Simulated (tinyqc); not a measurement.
What grading buys: minority-electron transport through the base of a bipolar transistor (Moll-Ross and Kroemer integrals). Computed by tinyqc, a small Python program. Command: `OMP_NUM_THREADS=1 python tinyqc.py 3009910 3009911 out.jsonl base walk`. One thread of a shared host (Intel(R) Xeon(R) Processor @ 2.30GHz), about 0.01 s of CPU time with the checks.

Low injection, one dimension, x from the emitter edge (0) to the collector edge (W), s = x/W. Recombination is treated as a small correction (valid for tau_B well below tau_n), computed from the stored charge.

Inputs (values chosen for the exercise, modelled on silicon):
```
quantity                               value        unit
base doping at the emitter edge N_0  3.4e+18      1/cm^3
base width W                             220          nm
mu_min                                   160  cm^2/(V s)
mu_max                                  1330  cm^2/(V s)
N_ref                                  2e+17      1/cm^3
saturation velocity v_s                  0.7    1e7 cm/s
temperature T                            300           K
doping ratio N_0/N(W)                     29           -
```

Base doping profile: Gaussian. Gap grading: linear. Exit of the base: saturation velocity.

Constants: k_B = 8.617333262e-05 eV/K.

Method. N(x) = N_0 (ratio)^(-s^2); n_i(x)^2 = n_i^2 exp(s dE_g/k_B T); D(x) = (k_B T/e) mu, mu = mu_min + (mu_max - mu_min)/(1 + (N/N_ref)^0.7). With y(x) = N n_i^2/(D n_i(x)^2): base Gummel number G_B = int_0^W y dx + N(W) n_i^2/(v_s n_i(W)^2); J_C = e n_i^2 exp(e V_BE/k_B T)/G_B; n(x) = (J_C/e)(n_i(x)^2/(N n_i^2)) [int_x^W y dx + the same exit term]; transit time tau_B = (e/J_C) int n dx; trapezoid rule on 401 even points.

The same base with other gradings:
```
dE_g (meV)  dE_g/k_B T  G_B (s/cm^4)  J_C gain  tau_B (ps)  speed gain
0                0.000    4.0504e+12    1.0000      10.277      1.0000
25               0.967    3.1815e+12    1.2731       8.681      1.1839
50               1.934    2.5794e+12    1.5703       7.485      1.3729
75               2.901    2.1462e+12    1.8872       6.564      1.5658
100              3.868    1.8245e+12    2.2200       5.835      1.7613
150              5.802    1.3865e+12    2.9213       4.763      2.1577
200              7.736    1.1079e+12    3.6559       4.017      2.5587
300             11.605    7.8140e+11    5.1835       3.052      3.3672
```

What does the comparison show, and why?

At 100 meV J_C rises by a factor 2.22 and the transit is 1.76 times faster; at 300 meV the factors are 5.18 and 3.37. For a uniform base without exit term both tend to be linear in dE_g/k_B T, J_C as x/(1 - exp(-x)) and the speed as x/2. From 300 meV on the mean velocity W/tau_B exceeds v_s, so those speed gains are overstated.
